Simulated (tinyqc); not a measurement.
Inside a calculation: metal-induced gap states at the contact of a metal chain and a two-band chain. Values are carried at full precision from step to step, so a last printed digit may differ when a step is redone from the rounded ones.

The semiconductor alternates sites A at -Eg/2 and C at +Eg/2 with hopping -t; the gap runs from -Eg/2 to Eg/2. In the gap cosh(q a) = 1 + (Eg^2/4 - E^2)/(2 t^2) and the amplitude changes by -exp(-q a) a period. The metal has site energy 0 and hopping -tm; its end site has g_m = (E - i sqrt(4 tm^2 - E^2))/(2 tm^2). Sites 1, 2, ... count into the semiconductor, with energies e1, e2 alternating. The clean half chain has g1 = 1/(E - e1 - t^2 g2), g2 = 1/(E - e2 - t^2 g1), decaying root. With the contact G11 = 1/(1/g1 - tc^2 g_m), and the density on site j is -Im G_jj/pi = |psi_j/psi_1|^2 (-Im G11/pi), per spin, with psi_2/psi_1 = -t g2, psi_3/psi_2 = -t g1.

Constants: e^2/(4 pi eps0) = 14.39964547 eV angstrom.

Values chosen for the exercise (gap and optical dielectric constant near those of GaAs; the chain itself is a model; not measured data): Eg = 1.49 eV (gap); t = 2.78 eV (hopping in the semiconductor); a = 4 angstrom (period (two sites); one chain for each area a^2); E = 0.24 eV (energy from mid-gap); tm = 3.1 eV (hopping in the metal); tc = 1.73 eV (hopping across the contact); end = C (site that touches the metal); eps = 10.4 (dielectric constant).

## Decay in the gap

Form cosh(q a), l = exp(-q a), q and the decay length 1/(2q) of the density.

cosh(q a) = 1.03218
l = 0.77645
q = 0.06326 1/angstrom
xi, the decay length of the density = 7.904 angstrom

## Green functions

The decaying root is g1 = (1 - l)/(E - e1), g2 = (1 - l)/(E - e2), l = exp(-q a). Form them, g_m and G11.

g1, g2 (1/eV): -0.44267  0.22695

g_m = 0.01249-0.32234i 1/eV
G11 = -0.37014-0.15550i 1/eV

## Density site by site

D1 = -Im G11/pi, D2 = (t g2)^2 D1, and each further period multiplies by l^2. The sum over all sites is (D1 + D2)/(1 - l^2). The Green functions stand in the order g1, g2.

density on sites 1 to 8 (1/eV): 0.04950  0.01970  0.02984  0.01188  0.01799  0.00716  0.01085  0.00432

Ds, the density per spin summed over the semiconductor = 0.17425 1/eV

The first period holds 40 % of the gap states at this energy.

## Pinning factor

Gap states per area N = 2 Ds/a^2 (two spins). Charge in them sits a distance xi from the metal, so S = 1/(1 + 4 pi e^2 N xi/eps), e^2 meaning e^2/(4 pi eps0); S is the change of the barrier per change of the metal work function.

N = 2.178e+14 1/(eV cm^2)
4 pi e^2 N xi/eps = 2.9957
S = 0.2503

Partial pinning, between the Bardeen (0) and Schottky (1) limits.

## Checks

- g1 from the closed form against decimation: both -0.442674.

(tinyqc, `OMP_NUM_THREADS=1 python tinyqc.py 1480776 1480777 out.jsonl`, Intel(R) Xeon(R) Processor @ 2.30GHz, 1 thread, shared host, about 0.01 s.)
